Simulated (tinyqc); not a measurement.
What each parameter does: temperature and isotope dependence of a band gap in oscillator models.

E(T) = E0 - sum_i sl_i th_i n_i(T), n = 1/(exp(th/T) - 1). The same coupling lowers the gap at 0 K by the zero-point term ZP = sum_i sl_i th_i/2, so the gap of the static lattice is E0 + ZP. Thermal expansion is taken as part of the slopes.

Parameters, chosen for this exercise (near those of InP; shifted at random, so the results belong to these values and not to a real crystal):
- E0 = 1.415 eV (gap at 0 K)
- th = (126, 304) K (temperatures of two oscillators)
- sl = (0.069, 0.337) meV/K (their high-temperature slopes)
- T = 300 K (temperature)

Gap at T, slope -sum sl_i (th_i/T)^2 n_i (1 + n_i) and ZP.

One parameter was then changed.

Results before and after:
```
case     E(T) (eV)  dE/dT (meV/K)  ZP (meV)
base        1.3400        -0.3776     55.57
changed     1.3465        -0.3665     65.68
```

Which of these changes was made? (a) T = 340 K; (b) E0 = 1.425 eV; (c) th = (126, 364) K; (d) sl = (0.0897, 0.337) meV/K.

Answer: (c) th = (126, 364) K. Of the candidates, run in turn, only this one gives the changed row.

All candidates:
```
case                        E(T) (eV)  dE/dT (meV/K)  ZP (meV)
base                           1.3400        -0.3776     55.57
T = 340 K                      1.3247        -0.3836     55.57
E0 = 1.425 eV                  1.3500        -0.3776     55.57
th = (126, 364) K              1.3465        -0.3665     65.68
sl = (0.0897, 0.337) meV/K     1.3350        -0.3980     56.88
```

Run: tinyqc, `OMP_NUM_THREADS=1 python tinyqc.py 1850253 1850254 out.jsonl`; Intel(R) Xeon(R) Processor @ 2.30GHz, one thread, shared host; about 0.01 s of CPU time with all checks.
